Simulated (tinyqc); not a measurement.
# Undoped symmetric double-gate MOSFET, analytic potential model: effect of the insulator thickness

An undoped body of thickness ts between two equal insulators and tied gates; long channel, electrons only, n = ni exp((psi - V)/Vt) with V the quasi-Fermi potential (0 at the source, Vd at the drain), constant mobility, no quantisation. Across the body psi(x) = V - 2 Vt ln[(ts/(2 beta)) sqrt(q ni/(2 eps0 eps_r Vt)) cos(2 beta x/ts)], x from the centre. Q is the electron charge per area of the whole body.

ni = sqrt(Nc Nv) exp(-Eg/(2 Vt)), Eg in volts; r = eps_r tox/(eox ts); V0 = dphi + 2 Vt ln[(2/ts) sqrt(2 eps0 eps_r Vt/(q ni))]. beta (between 0 and pi/2) solves (Vg - V0 - V)/(2 Vt) = ln(beta) - ln(cos beta) + 2 r beta tan(beta). Q = 8 eps0 eps_r Vt beta tan(beta)/ts; I = mu (1/L)(4 eps0 eps_r/ts)(2 Vt)^2 [g(beta_s) - g(beta_d)] per width, g = beta tan(beta) - beta^2/2 + r beta^2 tan^2(beta), with beta_s at V = 0 and beta_d at V = Vd.  I(low) is taken at Vg = 0.31 V, Qs and I(high) at Vg = 1.06 V.

Parameters, values chosen for the exercise; material values close to those of In0.53Ga0.47As:
- T = 300 K (temperature)
- Eg = 0.743 eV (band gap)
- eps_r = 13.7 (relative permittivity of the semiconductor)
- Nc = 2.12e17 cm^-3 (conduction-band density of states at T)
- Nv = 7.8e18 cm^-3 (valence-band density of states at T)
- eox = 24.6 (relative permittivity of the gate insulator)
- ts = 10 nm (body thickness)
- dphi = 0.18 V (gate work function less that of the intrinsic body)
- mu = 120 cm^2/(V s) (channel mobility)
- L = 0.1 um (gate length)
- Vd = 0.1 V (drain voltage)

Constants: q = 1.602176634e-19 C, kB = 1.380649e-23 J/K, Vt = kB T/q, eps0 = 8.8541878128e-14 F/cm where lengths are in cm. Results are converted to the units shown.

The same in every row: V0 (V) = 0.5566.

Effect of the insulator thickness:
```
tox (nm),I(low) (nA/um),Qs(high) (nC/cm^2),I(high) (uA/um)
3.3,0.5488,4650,489.7
4.8,0.5488,3350,354.6
6.9,0.5487,2433,258.8
10,0.5487,1751,187.1
14,0.5487,1297,139.1
21,0.5487,901.1,96.98
30,0.5486,652.5,70.43
```

As tox goes from 3.3 to 30 nm, I(low) stays near 0.549 nA/um and I(high) falls from 490 to 70.4 uA/um. On average I(low) is independent of tox and I(high) goes as tox^(-0.88). Below threshold no voltage drops over the insulator in this long-channel model, so its thickness does not matter there. In every row the surface density at the source at the higher gate voltage passes 0.3 Nc, where Boltzmann statistics fail. For tox = 14 to 30 nm L is under three scale lengths of this cross-section, so short-channel effects, left out here, would raise the subthreshold current.

Program tinyqc, `OMP_NUM_THREADS=1 python tinyqc.py 2440084 2440085 out.jsonl`; Intel Xeon 2.30GHz, shared host, one thread, about 0.01 s.
